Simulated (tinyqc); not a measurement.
Input admittance of a MOSFET at zero drain bias: distributed channel and distributed gate: one step of the calculation.

Source and drain grounded, strong inversion, w = 2 pi f, Cox = eps0 eox/tox. The channel is an RC line of resistance 1/(mu Cox Vo) per square fed from both ends, so one finger has the intrinsic admittance y = i w Cox L tanh(g)/g per width, g = (1/2) sqrt(i w tau), tau = L^2/(mu Vo). The vertical resistance rv/L is in series with y, the overlaps 2 i w Cov in parallel: y_t = 1/(1/y + rv/L) + 2 i w Cov. The gate strip is a line of Rsh/L per length loaded by y_t, so a finger has Y = y_t Wf tanh(k)/k, k = (Wf/sd) sqrt(y_t Rsh/L); the device has Nf Y.

Problem. Admittance of the channel and stack per width. tau, g, c = Cox L, y and y_t as defined.

Values chosen for this exercise; values of the order met in silicon radio-frequency transistors: relative permittivity of the gate insulator (close to zirconium oxide) eox = 25.7; insulator thickness tox = 9 nm; channel length L = 0.17 um; channel mobility mu = 360 cm^2/(V s); gate overdrive Vo = 0.36 V; vertical resistivity of the gate stack rv = 0 ohm um^2; overlap and fringe capacitance on each side Cov = 0.27 fF/um; frequency f = 6.1 GHz.

Constants: eps0 = 8.8541878128e-14 F/cm where lengths are in cm. Results are converted to the units shown.

Give: tau; g; c; y; y_t.

Solution.

tau = 2.2299 ps
g = 0.10336+0.10336i
c = 4.2982 fF/um
y = 1.17+164.73i uS/um
y_t = 1.17+185.43i uS/um

w tau = 0.0855, and Im y is 1.00 of w c.

tinyqc, about 0.01 s, one thread, Intel Xeon 2.30GHz (shared host): `OMP_NUM_THREADS=1 python tinyqc.py 2262056 2262057 out.jsonl`
